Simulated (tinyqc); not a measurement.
From results back to parameters: optical gain and spontaneous emission in a bulk direct-gap semiconductor. Two cases, with inputs chosen for the exercise.

Problem. The gain spectrum crosses zero at E0 = Eg + Fc + Fv; n = p is hidden.

F_j(eta) = (1/Gamma(j + 1)) integral_0^infinity x^j dx/(1 + exp(x - eta)), which tends to exp(eta) for eta << 0.

Quasi-Fermi levels: n = Nc F_1/2(Fc/kT) and p = Nv F_1/2(Fv/kT), Fc counted up from the conduction edge and Fv down from the valence edge; Nc, Nv from N = 2 (m kB T/(4 pi c))^(3/2) with c = hbar^2/2m0, in 1/angstrom^3; times 1e24 for 1/cm^3, with me and (mhh^(3/2) + mlh^(3/2))^(2/3).

Constants: hbar^2/2m0 = 3.80998211 eV angstrom^2; kB = 8.617333262e-05 eV/K.

Case 1.

Values chosen (near those of InGaAs; shifted at random, so the results belong to these values and not to a real crystal):
- Eg = 0.748 eV (direct gap)
- me = 0.0419 m0 (electron mass)
- mhh = 0.454 m0 (heavy-hole mass)
- mlh = 0.0527 m0 (light-hole mass)
- T = 300 K

E0 = 0.82912 eV

Case 2.

Values chosen (near those of InP; shifted at random, so the results belong to these values and not to a real crystal):
- Eg = 1.329 eV (direct gap)
- me = 0.078 m0 (electron mass)
- mhh = 0.603 m0 (heavy-hole mass)
- mlh = 0.0888 m0 (light-hole mass)
- T = 300 K

E0 = 1.36447 eV

Find: Fc; Fv; n.

Solution. Fc + Fv rises steadily with n, so one n gives E0 - Eg; solve by bisection on ln n.

Case 1.

Fc = 0.119 eV
Fv = -0.038 eV
n = 1.7e+18 1/cm^3

Case 2.

Fc = 0.076 eV
Fv = -0.041 eV
n = 2.4e+18 1/cm^3

Computed by tinyqc, one run a case: `OMP_NUM_THREADS=1 python tinyqc.py N N+1 out.jsonl` with N = 1651432, 1651440; one thread of a shared Intel(R) Xeon(R) Processor @ 2.30GHz, about 0.1 s a run at most.
